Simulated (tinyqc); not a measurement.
Thermal and gravitational stress in a wafer during furnace and rapid thermal processing, and the onset of slip. Changing the temperature T. Computed by tinyqc, a small Python program. Command: `OMP_NUM_THREADS=1 python tinyqc.py 3031576 3031577 out.jsonl slip sweep`. One thread of a shared host (Intel(R) Xeon(R) Processor @ 2.30GHz), about 0.01 s of CPU time with the checks.

A thin free disc in plane stress, isotropic; T(r) = T_centre + dT (r/R)^n with n = 2. Stress is positive in tension; sigma_SB = 5.670374419e-8 W/(m^2 K^4), g = 9.80665 m/s^2.

Inputs (values chosen for the exercise, for a model wafer): wafer radius R = 225 mm; thickness t = 925 micrometre; Young's modulus E = 150 GPa; expansion alpha = 4.44 1e-6/K; edge less centre temperature dT = 39 K; prefactor A of the critical stress = 0.00026 MPa; energy U of the critical stress = 1.11 eV; density rho = 2330 kg/m^3; heat capacity c = 986 J/(kg K); conductivity k = 28.2 W/(m K); wafer spacing s = 13 mm; ramp rate = 7.7 K/min.

Temperature profile: parabolic.

Constants: k_B = 8.617333262e-05 eV/K.

Method:
- With x = r/R: s_rr = alpha E dT (1 - x^n)/(n + 2), s_tt = alpha E dT [1 - (n + 1) x^n]/(n + 2).
- Critical resolved stress tau_c = A exp(U/(k_B T)), a form chosen for the exercise; slip when 0.492799 |s_tt(R)| > tau_c; allowed |dT| = tau_c (n + 2)/(0.492799 n alpha E).
- In a stack heated from the rim, heat flows inward by conduction and by radiation between wafers: k_eff = k + (16/3) sigma_SB T^3 s^2/t (a diffusion estimate with the spacing as path length). A steady ramp gives the parabolic lag dT = rho c (ramp) R^2/(4 k_eff); the allowed ramp uses n = 2.

One run for each value; columns: (1) temperature T (K); (2) critical stress tau_c (MPa); (3) allowed |dT| (K); (4) allowed ramp rate (K/min); (5) resolved over critical stress:
```
(1)     (2)    (3)    (4)    (5)
1000  102.1  622.3  107.2  0.063
1140   21.0  127.9   29.1  0.305
1210   10.9   66.5   17.3  0.586
1280    6.1   37.2   11.1  1.049
1340    3.9   23.7    7.9  1.646
1410    2.4   14.7    5.6  2.653
1480    1.6    9.5    4.1  4.087
1550    1.1    6.4    3.1  6.054
```

Give the missing row, temperature T (K) = 1070.

Computed row; columns: (1) temperature T (K); (2) critical stress tau_c (MPa); (3) allowed |dT| (K); (4) allowed ramp rate (K/min); (5) resolved over critical stress:
```
(1)    (2)    (3)   (4)    (5)
1070  44.0  267.9  53.0  0.146
```

Interpolating between the two neighbouring rows (linearly) misses most in critical stress tau_c (MPa), by 40 %. Over the rows, critical stress tau_c (MPa) falls from 102 to 1.06 (exponent d ln y / d ln x -12 between the first rows and -8.5 between the last); allowed |dT| (K) falls from 622 to 6.44 (exponent d ln y / d ln x -12 between the first rows and -8.5 between the last); allowed ramp rate (K/min) falls from 107 to 3.11 (exponent d ln y / d ln x -10 between the first rows and -5.9 between the last).

Caution (rows 1000): at lower temperature the exponential form overstates the strength: fracture from edge flaws comes first.
